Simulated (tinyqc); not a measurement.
What each parameter does: six-band k.p model of the valence band of a wurtzite crystal.

At k = 0: E1 = D1c + D2c + Te + Le (pure HH); E2, E3 = Le + u +/- sqrt(u^2 + 2 D3c^2), u = (D1c - D2c + Te)/2, D1c = Dcr, D2c = D3c = Dso/3. The weight of LH in state 2 is fL = (E2 - Le)^2/((E2 - Le)^2 + 2 D3c^2). Relative strengths of transitions to the conduction band: for E perpendicular to c (TE) 1/2, fL/2, (1 - fL)/2; for E along c (TM) 0, 1 - fL, fL, with one momentum element for both directions.

Strain of a c-plane layer: exx = eyy = e_par, ezz = -2 (C13/C33) e_par; Le = D1 ezz + D2 (exx + eyy), Te = D3 ezz + D4 (exx + eyy).

Conduction edge: Ec = (top of the unstrained valence band) + Eg + (a1 + D1) ezz + (a2 + D2)(exx + eyy).

Inputs chosen for the exercise (near those of GaN; not measured data): Dcr = 0.0142 eV (crystal-field splitting); Dso = 0.0163 eV (spin-orbit splitting); Eg = 3.516 eV (direct gap at Gamma from the top of the unstrained valence band); a1 = -4.96 eV (gap potential along c); a2 = -10.77 eV (gap potential in the plane); D1 = -3.61 eV; D2 = 4.6 eV; D3 = 8.14 eV; D4 = -4.05 eV; C13 = 107 GPa; C33 = 402 GPa; e_par = -0.0148 (exx = eyy of a c-plane layer).

Splittings at k = 0 under the strain, fL and the lowest transition. Each row changes one parameter from the base and keeps the others.

Results:
```
case              E1 - E2 (meV)  E1 - E3 (meV)      fL  lowest transition (eV)
base                      10.56         203.95  0.9984                  3.6117
e_par = -0.01776          10.61         240.70  0.9989                  3.6308
C13 = 85.6 GPa            10.54         191.15  0.9982                  3.6323
D2 = 3.68 eV              10.56         203.95  0.9984                  3.6117
D3 = 6.512 eV             10.54         191.15  0.9982                  3.6245
D1 = -2.888 eV            10.56         203.95  0.9984                  3.6117
D4 = -4.86 eV             10.59         227.89  0.9987                  3.5877
C33 = 482.4 GPa           10.54         193.28  0.9982                  3.6289
a1 = -3.968 eV            10.56         203.95  0.9984                  3.6195
```

The largest shifts from the base row, up to three for each result and ties (the steps differ in size, so this ranks the rows, not the parameters). E1 - E2 (meV): e_par +0.05, D4 +0.03, C13 -0.02, D3 -0.02, C33 -0.02; unchanged at the printed digits by D2, D1 and a1. E1 - E3 (meV): e_par +36.75, D4 +23.94, C13 -12.80, D3 -12.80; unchanged at the printed digits by D2, D1 and a1. fL: e_par +0.0005, D4 +0.0003, C13 -0.0002, D3 -0.0002, C33 -0.0002; unchanged at the printed digits by D2, D1 and a1. lowest transition (eV): D4 -0.0240, C13 +0.0206, e_par +0.0191; unchanged at the printed digits by D2 and D1. D1 and D2 shift all valence edges and the conduction edge alike, so they drop out of splittings and transitions.

Run: tinyqc, `OMP_NUM_THREADS=1 python tinyqc.py 1081011 1081012 out.jsonl`; Intel(R) Xeon(R) Processor @ 2.30GHz, one thread, shared host; about 0.01 s of CPU time with all checks.
